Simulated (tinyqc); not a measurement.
# Octagonal on-chip spiral inductor, lumped pi model: what changes with what

Outer diameter do = di + 2 n wd + 2 (n - 1) sp, mean da = (do + di)/2, fill p = (do - di)/(do + di), length l = 3.314 n da. L = 2.25 mu0 n^2 da/(1 + 3.55 p), mu0 = 4 pi 1e-7 H/m. Rs = rho l/(wd delta (1 - exp(-th/delta))), delta = sqrt(rho/(pi f mu0)). Cs = n wd^2 eps0 eo/hu across the coil. At each end Cox = l wd eps0 eo/(2 ho) leads to the substrate branch Rsi = 2 rs he/(l wd) in parallel with Csi = l wd eps0 11.7/(2 he). With one end grounded Y = 1/(Rs + i w L) + i w Cs + 1/[1/(i w Cox) + 1/(1/Rsi + i w Csi)], w = 2 pi f; Q = -Im Y/Re Y. Eddy currents in neighbouring turns and in the substrate are left out.

Inputs (values chosen for the exercise); values of the order met in silicon radio-frequency processes:
- n = 5.5 (number of turns)
- wd = 20 um (line width)
- sp = 1.5 um (space between turns)
- di = 40 um (inner diameter)
- th = 2 um (metal thickness)
- rho = 2.2 uohm cm (metal resistivity)
- ho = 6.9 um (oxide below the coil)
- hu = 0.9 um (oxide between coil and underpass)
- eo = 3.9 (relative permittivity of the oxide)
- rs = 10 ohm cm (substrate resistivity)
- he = 80 um (effective spreading depth in the substrate)
- f = 4.4 GHz (frequency)

Constants: eps0 = 8.8541878128e-12 F/m. Results are converted to the units shown.

Each table varies one quantity; the others keep the values above.

## Quality factor against frequency

Apparent inductance Im(1/Y)/w; share of the loss Re(substrate branch)/Re Y.

Quality factor against frequency:
```
f (GHz)  Rs (ohm)  w L/Rs        Q  apparent inductance (nH)  loss in the substrate (%)
0.12       1.8133  1.5298   1.5287                    3.6800                  0.0019682
0.2        1.8878  2.4489   2.4449                    3.6830                   0.011892
0.32       1.9779  3.7399   3.7239                    3.6902                   0.067855
0.53       2.1055  5.8188   5.7380                    3.7110                    0.45112
0.86       2.2687  8.7626   8.3246                    3.7639                     2.6726
1.4        2.4885  13.005   10.571                    3.9012                     13.549
2.3        2.7914  19.047   9.0827                    4.2625                     44.236
3.8        3.2109  27.357   4.3138                    5.2688                     76.236
6.1        3.7509  37.593  0.91795                    6.6111                     90.412
```

What does the comparison show?

Q goes from 1.53 through a maximum of 10.6 (at f = 1.4 GHz among the rows listed) to 0.918; the exact peak is 10.7 at 1.57 GHz and Q reaches zero at the self-resonance, 7.22 GHz. The share of the substrate rises from 0.00197 to 90.4 %, and the apparent inductance ends at 1.80 times L. At the peak the substrate takes 18.8 % of the loss.

## Effect of the substrate resistivity

Same model as above.

Peak Q and its frequency from a search over f; self-resonance where Im Y = 0; Q at the given f (negative beyond resonance).

The same in every row: L (nH) = 3.679; do (um) = 273.5.

Effect of the substrate resistivity:
```
rs (ohm cm)  peak Q  f of the peak (GHz)  self-resonance (GHz)  Q at f
0.1           15.92                2.719                 5.501   9.599
1             14.04                2.224                 5.542   4.769
3             12.41                1.866                 5.857   2.775
10            10.70                1.571                 7.219   3.094
30            10.77                1.853                 7.706   6.284
100           14.51                2.813                 7.770   12.13
1000          19.75                3.762                 7.776   19.23
10000         20.73                3.923                 7.776   20.43
```

What does the comparison show?

As rs goes from 0.1 to 10000, L stays at 3.68 nH, the peak Q goes from 15.9 through a minimum of 10.7 (at rs = 10 among the rows listed) to 20.7, its frequency goes from 2.72 through a minimum of 1.57 (at rs = 10 among the rows listed) to 3.92 GHz and the self-resonance rises from 5.50 to 7.78 GHz. In this model both a very low and a very high resistivity dissipate little: the first shorts the branch to a pure Cox, the second blocks the current. For rs = 0.1, 1 eddy currents in the substrate, left out, would lower Q markedly.

Numbers from tinyqc (`OMP_NUM_THREADS=1 python tinyqc.py 2302068 2302069 out.jsonl`; about 0.01 s on one thread of a shared Intel Xeon 2.30GHz).
